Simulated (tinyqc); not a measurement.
## Trap density and cross-section from triangular pulses

Inverse problem. In charge pumping, for a flat interface trap density D0 and a symmetric triangular wave, Qcp = -2 q A D0 Vt ln[vth s ni (dV/Va)/(2 f)], with s the geometric mean cross-section. Find D0, the frequency f0 where the line meets zero, and s.

Values chosen for this exercise: temperature T = 300 K; gate area A = 1.6 um^2; thermal velocity at 300 K, one nominal value for electrons and holes vth = 2e7 cm/s; Vth - Vfb dV = 1.06 V; pulse height Va = 3.9 V.

Constants: q = 1.602176634e-19 C, kB = 1.380649e-23 J/K, Vt = kB T/q. Results are converted to the units shown.

Qcp at f = 20000 and 5e5 Hz (fC): [0.016207419, 0.023460252]
ni = 1.0521030e10 cm^-3

Answer. Qcp is linear in ln f: the slope gives D0 and the zero gives s = 2 f0 Va/(vth ni dV).

D0 = 1.700e10 cm^-2 eV^-1
f0 = 15.04 Hz
s = 5.258e-16 cm^2

Program tinyqc, `OMP_NUM_THREADS=1 python tinyqc.py 2030145 2030146 out.jsonl`; Intel Xeon 2.30GHz, shared host, one thread, about 0.01 s.
